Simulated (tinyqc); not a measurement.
Charge control and current of a heterostructure field-effect transistor: one step, computed by the program tinyqc. Command: `OMP_NUM_THREADS=1 python tinyqc.py 3015364 3015365 out.jsonl hemt walk`. One thread of a shared host (Intel(R) Xeon(R) Processor @ 2.30GHz), about 0.01 s of CPU time with the checks.

Two subbands in a triangular well; E_F is counted from the conduction band edge of the channel at the interface.

Problem. Saturation current. With V = e n_s/C_g and V_c = v_s L/mu: for v = mu F/(1 + mu F/v_s), V_Dsat = V_c (sqrt(1 + 2V/V_c) - 1) and I/W = C_g v_s (V - V_Dsat); g_m = dI/dV; extrinsic g_m/(1 + g_m R_S); f_T = g_m/(2 pi C_g L).

Inputs (values chosen for the exercise, modelled on AlGaAs/GaAs):
```
quantity,value,unit
permittivity eps (barrier and channel),12.5,-
conduction band offset dE_c,0.26,eV
mobility mu,5500,cm^2/(V s)
saturation velocity v_s,1.7,1e7 cm/s
gate length L,1200,nm
source resistance R_S,0,ohm mm
temperature T,300,K
spacer between delta layer and channel,2.6,nm
```

Charge source: delta doping. Velocity law: smooth.

sheet density n_s = 3.929227e+12 1/cm^2

gate capacitance C_g = 0.2680409 microfarad/cm^2

Constants: e = 1.602176634e-19 C.

Give: V; V_c; V_Dsat; saturation current I/W; intrinsic g_m; extrinsic g_m; intrinsic f_T.

Solution.

V = 2.349 V

V_c = 0.3709 V

V_Dsat = 1.000 V

saturation current I/W = 614.5 mA/mm

intrinsic g_m = 332.4 mS/mm

extrinsic g_m = 332.4 mS/mm

intrinsic f_T = 16.45 GHz

V/V_c = 6.33: velocity saturation rules; I is 57 % of e n_s v_s = 1070 mA/mm. Caution: E_F lies above the conduction band minimum of the barrier, so electrons would spill into the barrier.
